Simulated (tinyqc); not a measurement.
# Heated strip on a layer stack, thermal resistances with spreading: several studies

A long strip of width ws dissipates Pw per length on three layers over a heat sink. Heat is taken to spread at 45 degrees, so the width of the flow grows by twice the depth: w1 = ws + 2 t1, w2 = w1 + 2 t2, w3 = w2 + 2 t3 at the bottoms of the layers. This is a rule of thumb, not a solution of the heat equation.

Parameters, values chosen for the exercise; conductivities close to those of gallium nitride (layer 1), silicon (layer 2) and solder (layer 3):
```
symbol  value      unit                                     meaning
T0        293         K                       heat-sink temperature
ws         12        um                   width of the heated strip
Pw        1.8      W/mm               power per length of the strip
t1       0.95        um                        thickness of layer 1
k1        172   W/(m K)                     conductivity of layer 1
Rb        5.2  m^2 K/GW  boundary resistance between layers 1 and 2
t2        200        um                        thickness of layer 2
k2        137   W/(m K)            conductivity of layer 2 at 300 K
p         1.1                    exponent in k2(T) = k2 (300 K/T)^p
t3         20        um                        thickness of layer 3
k3       58.4   W/(m K)                     conductivity of layer 3
```

Each table varies one quantity; the others keep the values above.

## Effect of the heat-sink temperature

Resistances times length: layer i, ln(w_i/w_(i-1))/(2 k_i) with w0 = ws; boundary, Rb/w1. From the sink upward: Ta = T0 + Pw R3; across layer 2 the Kirchhoff transform gives Tb^(1-p) = Ta^(1-p) + (1 - p)(300 K)^(-p) Pw R2; Tc = Tb + Pw Rboundary; Tj = Tc + Pw R1. The share is that of R1 + Rboundary in the sum of the four resistances.

The same in every row: sum of resistances (K mm/W) = 13.977; share of layer 1 and boundary (%) = 5.7335.

Results:

| T0 (K) | Tj - T0 (K) | (Tj - T0)/Pw (K mm/W) |
|---|---|---|
| 250 | 21.981 | 12.212 |
| 280 | 24.514 | 13.619 |
| 310 | 27.076 | 15.042 |
| 340 | 29.664 | 16.480 |
| 370 | 32.276 | 17.931 |
| 430 | 37.565 | 20.870 |

Estimate the missing row, T0 = 400 K.

Computed row:

| T0 (K) | Tj - T0 (K) | (Tj - T0)/Pw (K mm/W) |
|---|---|---|
| 400 | 34.911 | 19.395 |

With this row back in the table: As T0 goes from 250 to 430 K, Tj - T0 rises from 22.0 to 37.6 K, on average as T0^(0.99), and the share of layer 1 and the boundary stays at 5.73 %. The apparent resistance grows from 12.2 to 20.9 K mm/W because k2 falls as layer 2 warms.

## Effect of the width of the heated strip

Same model as above.

Effect of the width of the heated strip:

| ws (um) | sum of resistances (K mm/W) | share of layer 1 and boundary (%) | Tj - T0 (K) | (Tj - T0)/Pw (K mm/W) |
|---|---|---|---|---|
| 0.3 | 27.98 | 29.15 | 51.86 | 28.81 |
| 0.62 | 25.47 | 24.11 | 47.25 | 26.25 |
| 1.3 | 22.70 | 18.69 | 42.11 | 23.40 |
| 2.7 | 19.83 | 13.51 | 36.70 | 20.39 |
| 5.6 | 16.93 | 9.114 | 31.21 | 17.34 |
| 12 | 13.98 | 5.733 | 25.62 | 14.23 |
| 24 | 11.41 | 3.701 | 20.78 | 11.54 |
| 50 | 8.833 | 2.362 | 15.97 | 8.873 |

Read the table: what changes, and by how much?

As ws goes from 0.3 to 50 um, Tj - T0 falls from 51.9 to 16.0 K, on average as ws^(-0.23), and the share of layer 1 and the boundary falls from 29.2 to 2.36 %.

## Effect of the power per length of the strip

Same model as above.

The same in every row: sum of resistances (K mm/W) = 13.98; share of layer 1 and boundary (%) = 5.733.

Effect of the power per length of the strip:

| Pw (W/mm) | Tj - T0 (K) | (Tj - T0)/Pw (K mm/W) |
|---|---|---|
| 0.3 | 4.126 | 13.75 |
| 0.44 | 6.071 | 13.80 |
| 0.65 | 9.011 | 13.86 |
| 0.96 | 13.40 | 13.96 |
| 1.4 | 19.74 | 14.10 |
| 2.1 | 30.10 | 14.33 |
| 3.1 | 45.48 | 14.67 |
| 4.5 | 68.25 | 15.17 |

As Pw goes from 0.3 to 4.5 W/mm, Tj - T0 rises from 4.13 to 68.3 K, on average as Pw^(1.04), and the share of layer 1 and the boundary stays at 5.73 %. The apparent resistance grows from 13.8 to 15.2 K mm/W because k2 falls as layer 2 warms.

Program tinyqc, `OMP_NUM_THREADS=1 python tinyqc.py 2520130 2520131 out.jsonl`; Intel Xeon 2.30GHz, shared host, one thread, about 0.01 s.
